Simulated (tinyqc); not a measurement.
Short-channel transistor, virtual-source model with series resistance: one step of the calculation.

The current per gate width is the charge at the top of the source barrier (the virtual source) times its velocity times a saturation function; al and be are fitting constants of the model. Units: I in uA/um, Rs in ohm um, so I Rs = 1e-6 I Rs in volts; Q in uC/cm^2, so I = 1e-4 Q vx0 Fsat with vx0 in cm/s.

Problem. Current through the series resistance. Intrinsic voltages Vg' = Vgs - I Rs, Vd' = Vds - 2 I Rs. n = n0 + nd Vd', VT = VT0 - dl Vd', Ff = 1/(1 + exp((Vg' - VT + al Vt/2)/(al Vt))), Q = Cinv n Vt ln(1 + exp((Vg' - VT + al Vt Ff)/(n Vt))), Vdsat = (vx0 L/mu)(1 - Ff) + Vt Ff, Fsat = u/(1 + u^be)^(1/be) with u = Vd'/Vdsat, and I(out) = Q vx0 Fsat per width. (Fsat takes the sign of u.) I(new) = I(out).

Values chosen for this exercise: temperature T = 400 K; inversion capacitance Cinv = 3.31 uF/cm^2; velocity at the virtual source vx0 = 1.1e7 cm/s; apparent mobility mu = 550 cm^2/(V s); channel length L = 25 nm; threshold at zero drain voltage VT0 = 0.315 V; drain-induced barrier lowering dl = 0.13 V/V; subthreshold factor n0 = 1.23; growth of n with drain voltage nd = 0.1 1/V; threshold shift (in units of Vt) from weak to strong inversion al = 3.5; sharpness of saturation be = 1.8; series resistance of each contact Rs = 250 ohm um; gate voltage Vgs = 0.5 V; drain voltage Vds = 0.2 V.

Constants: q = 1.602176634e-19 C, kB = 1.380649e-23 J/K, Vt = kB T/q. Results are converted to the units shown.

I after iteration 1 = 777.87262 uA/um

Find: Vg'; Vd'; VT; Ff; Q; Vdsat; Fsat; I(out); I after iteration 2.

Solution.

Vg' = 0.3055 V
Vd' = -0.1889 V
VT = 0.3396 V
Ff = 0.4457
Q = 0.1323 uC/cm^2
Vdsat = 0.04308 V
Fsat = -0.9632
I(out) = -140.2 uA/um
I after iteration 2 = -140.2 uA/um

Computed by the program tinyqc: `OMP_NUM_THREADS=1 python tinyqc.py 2380040 2380041 out.jsonl`, one thread of a shared Intel Xeon 2.30GHz, about 0.01 s for the whole run.
